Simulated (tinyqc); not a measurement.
UHF in the sto-6g basis, for H6, spin multiplicity 1, step by step. One step of it, computed by the program tinyqc.

Problem. Iteration 3: diagonalisation and new density. Diagonalise F' = X^T F X, C = X C', fill 3 alpha and 3 beta electrons from the bottom; D(s) = C_occ C_occ^T. Each column has its largest component positive (the first on a tie).

F(alpha) (hartree):
```
           1H 1s      2H 1s      3H 1s      4H 1s      5H 1s      6H 1s
1H 1s  -0.272436  -0.413894  -0.105804   0.008553  -0.000327  -0.011192
2H 1s  -0.413894  -0.281501  -0.384855  -0.117739  -0.013663   0.004831
3H 1s  -0.105804  -0.384855  -0.348287  -0.396528  -0.105642   0.006741
4H 1s   0.008553  -0.117739  -0.396528  -0.239016  -0.372311  -0.129680
5H 1s  -0.000327  -0.013663  -0.105642  -0.372311  -0.316828  -0.398588
6H 1s  -0.011192   0.004831   0.006741  -0.129680  -0.398588  -0.135484
```

F(beta) (hartree):
```
           1H 1s      2H 1s      3H 1s      4H 1s      5H 1s      6H 1s
1H 1s  -0.135747  -0.399000  -0.129618   0.006677   0.004805  -0.011199
2H 1s  -0.399000  -0.316705  -0.371707  -0.105459  -0.013670  -0.000303
3H 1s  -0.129618  -0.371707  -0.238513  -0.396481  -0.117947   0.008638
4H 1s   0.006677  -0.105459  -0.396481  -0.348463  -0.385447  -0.105851
5H 1s   0.004805  -0.013670  -0.117947  -0.385447  -0.281736  -0.413514
6H 1s  -0.011199  -0.000303   0.008638  -0.105851  -0.413514  -0.272389
```

X:
```
               1          2          3          4          5         6
1H 1s  -0.350034  -0.545377  -0.605812   0.532622   0.354767  0.179354
2H 1s   0.738326   0.794288   0.306727   0.168605   0.410088  0.306051
3H 1s  -0.939286  -0.392702   0.467769  -0.398237   0.190079  0.369921
4H 1s   0.940251  -0.393024  -0.466750  -0.397736  -0.190440  0.370072
5H 1s  -0.739320   0.793166  -0.307725   0.168875  -0.409737  0.306257
6H 1s   0.349938  -0.543691   0.606409   0.533567  -0.354134  0.179281
```

Give: F' = X^T F X; orbital energies; coefficients C; F' = X^T F X; orbital energies; coefficients C; D(alpha) after iteration 3; D(beta) after iteration 3.

Solution.

F' = X^T F X (alpha) (hartree):
```
        1       2       3       4       5       6
1   0.822  -0.014   0.020  -0.013  -0.028   0.042
2  -0.014   0.481  -0.002  -0.069   0.041   0.000
3   0.020  -0.002   0.142   0.082  -0.003  -0.004
4  -0.013  -0.069   0.082  -0.279  -0.016   0.004
5  -0.028   0.041  -0.003  -0.016  -0.491  -0.015
6   0.042   0.000  -0.004   0.004  -0.015  -0.602
```

orbital energies (alpha) (hartree): MO1 -0.605, MO2 -0.493, MO3 -0.299, MO4 0.157, MO5 0.489, MO6 0.825

coefficients C (alpha):
```
         MO1     MO2     MO3     MO4     MO5     MO6
1H 1s  0.223  -0.380   0.558  -0.518  -0.576  -0.351
2H 1s  0.330  -0.368   0.171   0.344   0.814   0.712
3H 1s  0.426  -0.104  -0.526   0.392  -0.395  -0.899
4H 1s  0.321   0.219  -0.307  -0.571  -0.310   0.959
5H 1s  0.265   0.476   0.313  -0.220   0.733  -0.762
6H 1s  0.128   0.311   0.393   0.659  -0.606   0.398
```

F' = X^T F X (beta) (hartree):
```
        1       2       3       4       5       6
1   0.822   0.014   0.020   0.014  -0.028  -0.042
2   0.014   0.481   0.002  -0.069  -0.041   0.000
3   0.020   0.002   0.142  -0.081  -0.003   0.005
4   0.014  -0.069  -0.081  -0.279   0.016   0.004
5  -0.028  -0.041  -0.003   0.016  -0.491   0.015
6  -0.042   0.000   0.005   0.004   0.015  -0.601
```

orbital energies (beta) (hartree): MO1 -0.605, MO2 -0.493, MO3 -0.300, MO4 0.157, MO5 0.489, MO6 0.825

coefficients C (beta):
```
         MO1     MO2     MO3     MO4     MO5     MO6
1H 1s  0.127   0.312   0.393   0.658  -0.607   0.398
2H 1s  0.264   0.477   0.313  -0.219   0.733  -0.761
3H 1s  0.321   0.219  -0.308  -0.572  -0.309   0.959
4H 1s  0.426  -0.104  -0.525   0.391  -0.396  -0.900
5H 1s  0.331  -0.367   0.172   0.345   0.813   0.712
6H 1s  0.223  -0.379   0.559  -0.519  -0.575  -0.350
```

D(alpha) after iteration 3:
```
        1H 1s   2H 1s   3H 1s   4H 1s   5H 1s   6H 1s
1H 1s   0.505   0.309  -0.159  -0.183   0.053   0.130
2H 1s   0.309   0.274   0.089  -0.027  -0.034  -0.005
3H 1s  -0.159   0.089   0.469   0.275  -0.102  -0.185
4H 1s  -0.183  -0.027   0.275   0.245   0.093  -0.012
5H 1s   0.053  -0.034  -0.102   0.093   0.395   0.305
6H 1s   0.130  -0.005  -0.185  -0.012   0.305   0.268
```

D(beta) after iteration 3:
```
        1H 1s   2H 1s   3H 1s   4H 1s   5H 1s   6H 1s
1H 1s   0.268   0.305  -0.012  -0.185  -0.005   0.130
2H 1s   0.305   0.395   0.093  -0.102  -0.034   0.053
3H 1s  -0.012   0.093   0.245   0.275  -0.027  -0.183
4H 1s  -0.185  -0.102   0.275   0.469   0.089  -0.159
5H 1s  -0.005  -0.034  -0.027   0.089   0.274   0.309
6H 1s   0.130   0.053  -0.183  -0.159   0.309   0.506
```
